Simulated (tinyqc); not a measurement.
Self-heating of a transistor with one or more fingers, with temperature-dependent conductivity: one step, computed by the program tinyqc. Command: `OMP_NUM_THREADS=1 python tinyqc.py 3009416 3009417 out.jsonl selfheat walk`. One thread of a shared host (Intel(R) Xeon(R) Processor @ 2.30GHz), about 0.05 s of CPU time with the checks.

N long parallel fingers lie on the top face of a slab whose bottom is held at T_0; the top is otherwise insulated, and heat flows in two dimensions. P in W/mm is 1000 P in W/m.

Problem. Correction for the falling conductivity. Kirchhoff transformation for kappa = kappa_0 (T/T_0)^-m: T = T_0 [1 - (m - 1) theta/T_0]^(-1/(m - 1)), where theta is the linear rise. The bracket vanishes at the power P T_0/((m - 1) theta).

Inputs (values chosen for the exercise, modelled on gallium arsenide): exponent m in kappa ~ T^-m = 1.26; base temperature T_0 = 323 K; power per gate width P = 0.25 W/mm.

Power: power rises with temperature.

largest theta = 18.86345 K

Give: peak temperature; true rise; true rise / linear rise; power at which the formula diverges.

Solution.

peak temperature = 342.58 K

true rise = 19.579 K

true rise / linear rise = 1.0379

power at which the formula diverges = 16.464 W/mm

The falling conductivity adds 3.8 % to the rise.
